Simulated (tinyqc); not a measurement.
Semiconductor laser, carrier and photon rate equations: one step of the calculation.

Carrier density N and photon density S in one mode: dN/dt = F1 = eta I/(q V) - (A N + B N^2 + C N^3) - vg g S; dS/dt = F2 = G vg g S + G be B N^2 - S/tp, with g = g0 ln(N/Ntr)/(1 + ec S). Output power P = Fo Eph S V/(G tp). No heating, no carrier transport.

Task. Threshold. gth = 1/(G vg tp), Nth = Ntr exp(gth/g0), Ith = q V (A Nth + B Nth^2 + C Nth^3)/eta. Above it S is near G tp eta (I - Ith)/(q V). Carrier lifetime at threshold Nth/(A Nth + B Nth^2 + C Nth^3).

Parameters, values chosen for the exercise:
```
symbol,value,unit,meaning
V,5.6e-11,cm^3,active volume
G,0.117,,confinement factor
vg,7.31e9,cm/s,group velocity
g0,1900,1/cm,gain coefficient
Ntr,2.5e18,cm^-3,transparency density
tp,3.8,ps,photon lifetime
A,2.7e8,1/s,defect recombination coefficient
B,7.2e-11,cm^3/s,radiative coefficient
C,2.1e-29,cm^6/s,Auger coefficient
eta,0.7,,injection efficiency
I,110,mA,drive current
```

Constants: q = 1.602176634e-19 C. Results are converted to the units shown.

Find: gth; Nth; Ith; estimate of S; carrier lifetime.

Result.

gth = 307.7 1/cm
Nth = 2.939e18 cm^-3
Ith = 24.98 mA
estimate of S = 2.949e15 cm^-3
carrier lifetime = 1.508 ns

tinyqc, about 0.01 s, one thread, Intel Xeon 2.30GHz (shared host): `OMP_NUM_THREADS=1 python tinyqc.py 2840046 2840047 out.jsonl`
